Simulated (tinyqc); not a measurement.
Inside a calculation: donor near an oxide interface in a gate field (two-state model). Values are carried at full precision from step to step, so a last printed digit may differ when a step is redone from the rounded ones.

Interface at z = 0 (hard wall), donor at z = d, field F pulling electrons to the interface: potential e F z; 1 kV/cm = 1e-5 eV/angstrom, c = hbar^2/2m0, q = e^2/(4 pi eps0), Q = (eps - eo)/(eps + eo). Donor state: E_D = e F d - ED - q Q/(4 eps d), the last term joining the images of ion and electron. Interface state: z exp(-b z/2) exp(-rho^2/(2 L^2)) with E_z = c b^2/(4 mz) + 3 e F/b + q Q b/(8 eps), minimised over b; in the plane at z = 3/b the ion (distance D = d - 3/b) and its image (D' = d + 3/b) give E_rho = c/(mt L^2) - (q/eps)(sqrt(pi)/L)[erfcx(D/L) + Q erfcx(D'/L)], erfcx(x) = exp(x^2) erfc(x), minimised over L. E_I = E_z + E_rho.

Constants: hbar^2/2m0 = 3.80998211 eV angstrom^2; e^2/(4 pi eps0) = 14.39964547 eV angstrom.

Inputs chosen for the exercise (near those of a donor in Si below SiO2, static dielectric constants; shifted at random, so the results belong to these values and not to a real crystal): d = 150 angstrom (depth of the donor); ED = 30.8 meV (bulk binding energy); mz = 0.921 m0 (mass across the interface); mt = 0.189 m0 (mass in the plane); eps = 11.5 (dielectric constant of the semiconductor); eo = 3.9 (dielectric constant of the oxide); F = 33 kV/cm (field in the semiconductor); aD = 21.1 angstrom (donor radius); v = 0.5 (valley factor).

## The interface state across the interface

Solve c b/(2 mz) - 3 e F/b^2 + q Q/(8 eps) = 0; give Q, b, the three terms of E_z and <z> = 3/b.

Q = 0.4935
b = 0.06755 1/angstrom

kinetic, field and image terms (meV): 4.72  14.66  5.22

<z> = 44.4 angstrom

The image pushes the electron away from the oxide; without it <z> would be 38.4 angstrom.

## Binding in the plane

Give D, D', the best L, both terms and E_rho.

D, D' (angstrom): 105.6  194.4

L = 104.0 angstrom

kinetic and Coulomb terms (meV): 1.86  -11.88

E_rho = -10.02 meV

The bottom of the well lies at -15.0 meV, so the level is 33 % of the way up; L/D = 0.98. Above the critical field the ionised donor would thus still hold its electron as a dot at the interface.

## Where the electron sits

The two states couple by t = t0 exp(-D/aD) with t0 = q/(eps aD) (2 aD/L) sqrt(aD b/2) v, v a valley factor; this form is an estimate. With detuning u = E_D - E_I the splitting is sqrt(u^2 + 4 t^2) and the lower state has weight (1 - u/sqrt(u^2 + 4 t^2))/2 on the donor.

Give E_D, E_I, t, the splitting and the donor weight.

E_D, E_I (meV): 17.67  14.58

t = 0.0682 meV
splitting = 3.10 meV
donor weight = 0.000

The electron is at the interface; the contact hyperfine coupling scales with the donor weight. With this t, the tunnelling time pi hbar/(2t) at a crossing would be 15.2 ps (hbar = 6.58212e-16 eV s); here the detuning is 45.4 t.

## Critical field

Find F at which E_D = E_I; compare the rule e F d = ED. The crossing width is 4t/(e D), with t and D formed anew at that field.

critical field = 30.0 kV/cm
ED/(e d) = 20.5 kV/cm
width = 0.28 kV/cm

The confinement energy E_z = 23.2 meV raises the field needed and the attraction E_rho = -10.1 meV lowers it; the result is 1.46 times the simple rule.

## Checks

- E_z without images against 1.5 x 6^(2/3)/2 (c (e F)^2/mz)^(1/3), meV: both 18.98.
- E_rho from the radial equation in the full Coulomb well against the Gaussian trial function, meV: -10.1 against -10.0.

Run: tinyqc, `OMP_NUM_THREADS=1 python tinyqc.py 1252209 1252210 out.jsonl`; Intel(R) Xeon(R) Processor @ 2.30GHz, one thread, shared host; about 0.1 s of CPU time with all checks.
